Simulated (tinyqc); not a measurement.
Chemical vapour deposition: Grove model, boundary layer, depletion and step coverage: one step, computed by the program tinyqc. Command: `OMP_NUM_THREADS=1 python tinyqc.py 3023098 3023099 out.jsonl cvd walk`. One thread of a shared host (Intel(R) Xeon(R) Processor @ 2.30GHz), about 0.04 s of CPU time with the checks.

A precursor diffuses to the surface and reacts there at first order; each molecule that reacts adds one formula unit of film.

Problem. Gas-phase and surface constants. k_s = k0 exp(-E/(k_B T)); C_g = Y p/(k_B T), 1 torr = 133.322 Pa; D = D0 (T/273.15)^1.75 (760/p). Temperatures in kelvin are T(C) + 273.15. Mean speed c = sqrt(8 k_B T/(pi M)); reactive sticking probability beta = 4 k_s/c.

Inputs (values chosen for the exercise, close to those used for tungsten from its fluoride):
```
quantity,value,unit
prefactor k0 of k_s,3.3e+06,cm/s
activation energy E,0.737,eV
temperature T,420,C
total pressure p,36,torr
mole fraction of the precursor Y,0.011,-
gas diffusivity D0 at 273.15 K and 760 torr,0.58,cm^2/s
precursor mass M,298,u
```

Reactor: horizontal, reduced pressure.

Constants: k_B = 1.380649e-23 J/K; u = 1.6605390666e-27 kg; k_B = 8.617333262e-05 eV/K.

Give: surface rate constant k_s; precursor density C_g; gas diffusivity D; mean speed c; sticking probability beta.

Solution.

surface rate constant k_s = 14.45 cm/s

precursor density C_g = 5.517e+15 1/cm^3

gas diffusivity D = 62.47 cm^2/s

mean speed c = 22192 cm/s

sticking probability beta = 0.002605
